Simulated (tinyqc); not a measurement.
# Pinning factor and decay constant from two barriers

Problem. phiB = S (phiM - chi) + (1 - S)(Eg - E0) with S = 1/(1 + (1/S0 - 1) exp(-be ti)). Find S0, S at the given thickness and be.

Values chosen for this exercise; semiconductor values close to those of germanium; interlayer mass of the order of that in aluminium oxide, offset chosen freely:

| symbol | value | unit | meaning |
|---|---|---|---|
| Eg | 0.676 | eV | band gap |
| chi | 3.92 | eV | electron affinity |
| E0 | 0.087 | eV | charge-neutrality level above the valence band |
| phiM | 3.94 | eV | metal work function |

phiB at ti = 0, 0.3 nm (eV): 0.55941200  0.45039873

Answer. Each barrier gives its S by linear interpolation between the pinned and the unpinned value; the ratio of the two values of 1/S - 1 is exp(be ti).

S0 = 0.05200
S = 0.2436
be = 5.900 1/nm

Numbers from tinyqc (`OMP_NUM_THREADS=1 python tinyqc.py 2270030 2270031 out.jsonl`; about 0.02 s on one thread of a shared Intel Xeon 2.30GHz).
